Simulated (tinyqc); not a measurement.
Worked calculation: electroplating on a thin resistive seed layer: kinetics, Wagner number and the terminal effect across a wafer. Computed by tinyqc, a small Python program that keeps every step. Command: `OMP_NUM_THREADS=1 python tinyqc.py 3121196 3121197 out.jsonl terminal walk`. One thread of a shared host (Intel(R) Xeon(R) Processor @ 2.30GHz), about 0.02 s of CPU time with the checks. Intermediate numbers are printed to about 6 digits and carried at full precision; extremes and crossings named in words are read from the listed rows.

Current enters the seed at the rim. The bath is treated as a local resistance per area (no lateral flow in the liquid), two electrons per ion, molar volume 7.11 cm^3/mol, Faraday constant F = e N_A, kinematic viscosity 0.01 cm^2/s, omega = 2 pi x rpm/60; k_B T/e is in volts.

Inputs (values chosen for the exercise, of the order of those for copper plating from an acid sulfate bath):
```
quantity,value,unit
wafer radius R,15,cm
seed thickness t,100,nm
seed resistivity,14,microohm cm
bath conductivity kappa,0.069,S/cm
gap to the anode h,7.2,cm
extra resistance of a porous plate,0,ohm cm^2
exchange current density i_0,0.48,mA/cm^2
cathodic transfer coefficient alpha,0.44,-
mean current density,2.3,mA/cm^2
diffusivity of the metal ion,6.5e-06,cm^2/s
metal ion concentration,0.71,mol/L
rotation rate,30,rpm
temperature T,298,K
```

Constants: e = 1.602176634e-19 C; N_A = 6.02214076e+23 1/mol; k_B = 8.617333262e-05 eV/K.

## Rate, limit and resistances

Growth rate = i V_m/(2 F). Levich limit i_L = 0.62 x 2 F D^(2/3) omega^(1/2) nu^(-1/6) c. Tafel overpotential eta = (k_B T/(alpha e)) ln(i/i_0); kinetic resistance k_B T/(alpha e i); bath resistance h/kappa + plate; R_s = resistivity/t; Wagner number = kinetic resistance x kappa/R.

growth rate = 50.8461 nm/min

limiting current i_L = 112.977 mA/cm^2

overpotential = 91.4475 mV

kinetic resistance = 25.3752 ohm cm^2

bath resistance R_b = 104.348 ohm cm^2

sheet resistance R_s = 1.4 ohm/square

Wagner number = 0.116726

## Linear estimate of the terminal effect

Linearised: with R_t = kinetic + bath resistance the current density obeys (1/r)(r i')' = i R_s/R_t, so i = A I_0(r/l), l = sqrt(R_t/R_s); with x = R/l, edge/centre = I_0(x) and edge/mean = x I_0(x)/(2 I_1(x)). Voltage drop in the seed for a uniform current: i R_s R^2/4.

length l = 9.62597 cm

x = R/l = 1.55828

edge over centre, linear = 1.70565

edge over mean, linear = 1.27683

drop for uniform current = 181.125 mV

## Current distribution

Full model: seed potential phi(r) with (1/r)(r phi')' = R_s i, where i solves phi = R_b i + (k_B T/(alpha e)) ln(i/i_0) (phi being the driving voltage left at r); phi'(0) = 0 and phi'(R) = R_s i_mean R/2. Solved by collocation to a tolerance of 1e-7.

Across the wafer:
```
r/R,i (mA/cm^2),i/mean,"i/mean, linear"
0.00,1.73191,0.75300,0.74859
0.20,1.77177,0.77033,0.76688
0.40,1.89542,0.82410,0.82309
0.60,2.11553,0.91980,0.92135
0.75,2.35696,1.02477,1.02688
0.90,2.67869,1.16465,1.16449
1.00,2.94652,1.28110,1.27683
```

edge over centre, full model = 1.70131

The full model gives 1.70 against 1.71 from the linear form.

## As the film thickens, and with more bath resistance

The film is taken as uniform, with the seed resistivity; the last column adds 100 ohm cm^2 to R_b. Extra power of that plate = i^2 x 100 ohm cm^2 x area.

Edge over centre:
```
thickness (nm),R_s (ohm/square),as given,with 100 ohm cm^2 more
100,1.40000,1.70131,1.37286
150,0.93333,1.44628,1.24179
200,0.70000,1.32683,1.17883
300,0.46667,1.21267,1.11756
500,0.28000,1.12511,1.06974
1000,0.14000,1.06163,1.03457
2000,0.07000,1.03058,1.01721
```

extra power = 0.373928 W

The ratio falls below 1.1 from 1000 nm on as given, and from 500 nm on with the added resistance: what counts is R_s R^2 against the sum of kinetic and bath resistance.

Checks made by the program: mean of the distribution (relative difference 7e-08).
